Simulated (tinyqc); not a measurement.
## Pelgrom slope, floor and doping from two device sizes

Question. s^2 = A^2/(L W) + s0^2, with s0 independent of size and A = (q/Cox) sqrt(Na Wd/3) from random dopants alone, Cox = 3.9 eps0/ti. Find A, s0 and Na.

Values chosen for this exercise: oxide-equivalent thickness in inversion ti = 2.1 nm.

Constants: q = 1.602176634e-19 C, eps0 = 8.8541878128e-14 F/cm where lengths are in cm. Results are converted to the units shown.

s for gate areas 0.0036 and 0.032 um^2 (mV): 28.1744099  10.2816380
Wd = 15.7498688 nm

Solution. s^2 is linear in 1/area: slope A^2, intercept s0^2.

A = 1.671 mV um
s0 = 4.300 mV
Na = 5.600e18 cm^-3

tinyqc, about 0.01 s, one thread, Intel Xeon 2.30GHz (shared host): `OMP_NUM_THREADS=1 python tinyqc.py 2090076 2090077 out.jsonl`
